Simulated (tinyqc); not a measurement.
## Deep-level transient spectroscopy: amplitude against reverse bias

Schottky contact on an n-type layer with shallow donors Nd (all ionised) and a donor-like deep trap, neutral when filled and positive when empty; depletion approximation. Traps within lam of the depletion edge stay filled. A long pulse to Vp fills the traps beyond x1 = Wp - lam; back at Vr those between x1 and x2 = Wr - lam emit. A rate window reads S = C(t2) - C(t1).

lam = sqrt(2 eps0 eps_r (EF - ET)/(q Nd)), EF - ET = Et - (kB T/q) ln(Nc(T)/Nd), Nc(T) = Nc (T/300 K)^1.5. In the steady state at the band bending V, 2 eps0 eps_r V/q = Nd W^2 + Nt (W - lam)^2 (the second term only if W > lam). W(t)^2 = Wr^2 + (Nt/Nd)(x2^2 - x1^2) exp(-en t), C = eps0 eps_r/W; for small Nt, dC/C = -(Nt/2 Nd) G exp(-en t) with G = (x2^2 - x1^2)/Wr^2. Listed at t = 0.

Inputs (values chosen for the exercise); material values close to those of silicon:
```
symbol,value,unit,meaning
eps_r,11.7,,relative permittivity
Nc,2.82e19,cm^-3,conduction-band density of states at 300 K
Nd,4.1e16,cm^-3,shallow donor density
Vbi,0.51,V,built-in voltage
Et,0.34,eV,depth of the trap below the conduction edge
Nt,1.9e15,cm^-3,trap density
Vp,0,V,reverse bias during the filling pulse
T,201,K,temperature of the transient
```

Constants: q = 1.602176634e-19 C, kB = 1.380649e-23 J/K, eps0 = 8.8541878128e-14 F/cm where lengths are in cm. Results are converted to the units shown.

Amplitude against reverse bias:
```
Vr (V)	Wr (nm)	G	dC(0)/C (%)	2 Nd |dC|/C (cm^-3)
0.5	177.4	0.2116	-0.4868	3.992e14
1.6	255.4	0.4128	-0.9429	7.732e14
2.6	309.5	0.5024	-1.144	9.382e14
3.7	359.6	0.5644	-1.283	1.052e15
4.8	403.5	0.6074	-1.378	1.130e15
5.9	443.0	0.6395	-1.450	1.189e15
6.9	476.1	0.6626	-1.501	1.231e15
8	510.0	0.6834	-1.547	1.268e15
```

What does the table show?

G rises from 0.212 to 0.683, since lam = 86.5 nm and x1 weigh less in a wider layer. The simple estimate 2 Nd |dC|/C reaches 21.0 % of the true Nt in the first row and 66.8 % in the last.

Computed by the program tinyqc: `OMP_NUM_THREADS=1 python tinyqc.py 2050077 2050078 out.jsonl`, one thread of a shared Intel Xeon 2.30GHz, about 0.01 s for the whole run.
